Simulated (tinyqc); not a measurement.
Deal-Grove kinetics of thermal oxidation of silicon: one step, computed by the program tinyqc.

Oxidant diffuses through the oxide and reacts at the interface, so that dx/dt = B/(A + 2x) for the oxide thickness x.

Task: Rate constants. B = B0 p exp(-E_B/(k_B T)), B/A = (B/A)0 p^m exp(-E_A/(k_B T)), p in atm; A = B/(B/A). Temperatures in kelvin are T(C) + 273.15.

Inputs (values chosen for the exercise, close to those used for silicon):

| quantity | value | unit |
|---|---|---|
| prefactor B0 | 334 | um^2/h |
| activation energy E_B | 0.785 | eV |
| prefactor (B/A)0 | 9.64e+07 | um/h |
| activation energy E_A | 2.07 | eV |
| temperature T | 1175 | C |
| oxidant pressure p | 1 | atm |
| pressure exponent m of B/A | 1 | - |

Ambient: steam. Surface: (100).

Constants: k_B = 8.617333262e-05 eV/K.

Give: parabolic constant B; linear constant B/A; length A.

Result:

parabolic constant B = 0.6192 um^2/h

linear constant B/A = 6.028 um/h

length A = 0.1027 um

Reaction at the interface limits growth while x is well below A/2 = 0.0514 um, diffusion once x is well above it.
